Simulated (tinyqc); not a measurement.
Trap density and cross-section from triangular pulses.

Inverse problem. In charge pumping, for a flat interface trap density D0 and a symmetric triangular wave, Qcp = -2 q A D0 Vt ln[vth s ni (dV/Va)/(2 f)], with s the geometric mean cross-section. Find D0, the frequency f0 where the line meets zero, and s.

Parameters, values chosen for the exercise:
- T = 300 K (temperature)
- A = 0.081 um^2 (gate area)
- vth = 1.1e7 cm/s (thermal velocity at 300 K, one nominal value for electrons and holes)
- dV = 1.01 V (Vth - Vfb)
- Va = 3.5 V (pulse height)

Constants: q = 1.602176634e-19 C, kB = 1.380649e-23 J/K, Vt = kB T/q. Results are converted to the units shown.

Qcp at f = 20000 and 5e5 Hz (fC): 0.023918343  0.032557747
ni = 7.1731635e9 cm^-3

Solution. Qcp is linear in ln f: the slope gives D0 and the zero gives s = 2 f0 Va/(vth ni dV).

D0 = 4.00e11 cm^-2 eV^-1
f0 = 2.70 Hz
s = 2.37e-16 cm^2

Program tinyqc, `OMP_NUM_THREADS=1 python tinyqc.py 2030106 2030107 out.jsonl`; Intel Xeon 2.30GHz, shared host, one thread, about 0.01 s.
